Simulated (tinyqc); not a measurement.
Surface Green function of a dimerised chain, Sancho-Rubio decimation: effect of the broadening.

A semi-infinite lead of cells 0, 1, 2, ... with H0 inside a cell and H1 = <cell i|H|cell i + 1>. Cell A, B with A at the surface; -t1 joins A and B, -t2 joins B to the next A. z = E + i eta.

Start with e_s = e = H0, a = H1, b = H1^dagger. Each round: g = (z - e)^(-1); e_s <- e_s + a g b; e <- e + a g b + b g a; a <- a g a; b <- b g b (all with the old a, b). Round k joins cells 2^k apart. Stop when the largest entry of the matrices a and b is below 1e-12 eV; g_s = (z - e_s)^(-1), bulk (z - e)^(-1), density of states -Im Tr/pi. The last column counts the steps of the plain recursion g <- (z - H0 - H1 g H1^dagger)^(-1), one cell a step from g = (z - H0)^(-1), until no entry changes by more than 1e-8 1/eV.

Inputs (values chosen for the exercise): energy E = 0.77 eV.

H0 (eV):
```
       A      B
A      0  -0.57
B  -0.57      0
```

H1 (eV):
```
    A  B
A   0  0
B  -1  0
```

Effect of the broadening:
```
eta (eV)  rounds  surface density of states (1/eV)  plain steps
0.3            6                           0.46865           20
0.1            8                           0.49295           56
0.04           9                           0.50271          139
0.02          10                           0.50639          278
0.01          11                           0.50831          556
0.004         12                           0.50949         1389
```

The rounds go from 6 to 12 and the plain steps from 20 to 1389. Inside a band the plain recursion needs a number of steps that grows as 1/eta, the decimation only as log2(1/eta). The density of states tends to 0.5103 1/eV as eta goes to zero; the first row is 8.2 % below that and the last 0.16 % below it.

tinyqc, about 0.03 s, one thread, Intel Xeon 2.30GHz (shared host): `OMP_NUM_THREADS=1 python tinyqc.py 2680009 2680010 out.jsonl`
